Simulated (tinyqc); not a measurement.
Cooling rate: nucleation and growth of vacancy voids in a cooling silicon-like crystal. Computed by tinyqc, a small Python program. Command: `OMP_NUM_THREADS=1 python tinyqc.py 3027288 3027289 out.jsonl voids walk`. One thread of a shared host (Intel(R) Xeon(R) Processor @ 2.30GHz), about 0.3 s of CPU time with the checks.

Spherical voids; vacancies are lost only to voids.

Inputs (values chosen for the exercise, close to those used for silicon):

| quantity | value | unit |
|---|---|---|
| vacancy density at the melting point C_m | 5.5e+14 | 1/cm^3 |
| formation energy E_f | 4.15 | eV |
| melting point T_m | 1685 | K |
| diffusion prefactor D0 | 0.00045 | cm^2/s |
| migration energy E_m | 0.48 | eV |
| site density rho | 5e+22 | 1/cm^3 |
| void surface energy gamma | 0.939 | J/m^2 |
| cooling rate q | 4.7 | K/min |
| vacancy excess C0 | 2.4e+13 | 1/cm^3 |
| temperature step | 0.2 | K |

Vacancy supply: given.

Constants: k_B = 8.617333262e-05 eV/K; k_B = 1.380649e-23 J/K.

Method:
- C = C0 as given.
- C_e = C_m exp[-(E_f/k_B)(1/T - 1/T_m)]; D = D0 exp(-E_m/(k_B T)); f = k_B T ln(C/C_e); r* = 2 gamma/(rho f); W* = 16 pi gamma^3/(3 rho^2 f^2); Z = f/sqrt(12 pi W* k_B T); I = rho Z (4 pi r* D C) exp(-W*/(k_B T)).
- March down from 1500 K in steps dT, dt = dT/q, with values at the upper end of each step: a class of I dt voids is born with r*; then all classes grow by r^2 += 2 D (C - C_e) dt/rho; C falls by the vacancies added to voids. Stop at 1150 K. T_n is the T of the largest I, N the final count (classes under 1e-6 /cm^3 are dropped), and the mean radius the number average.

initial excess C = 2.40e+13 1/cm^3

At fixed C:

| q (K/min) | T_n (K) | N (1/cm^3) | mean radius (nm) |
|---|---|---|---|
| 0.47 | 1332.6 | 2.6010e+06 | 34.989 |
| 1.20 | 1327.4 | 1.0428e+07 | 22.004 |
| 2.40 | 1323.4 | 2.9102e+07 | 15.617 |
| 4.70 | 1319.2 | 7.8656e+07 | 11.202 |
| 9.40 | 1314.6 | 2.1895e+08 | 7.956 |
| 19.00 | 1309.8 | 6.1721e+08 | 5.627 |
| 47.00 | 1302.8 | 2.3234e+09 | 3.613 |

What follows from these numbers?

Over the rows N goes as q^1.48 and the radius as q^-0.49, near the 3/2 and -1/2 of the scaling argument (depletion time 1/(4 pi N r D) equal to the time in the nucleation range, at fixed N r^3). T_n drops only 30 K for a factor 100 in q. Fast cooling gives many small voids, which an anneal can dissolve.

Extremes, crossings and ranges named in words are read from the listed rows.
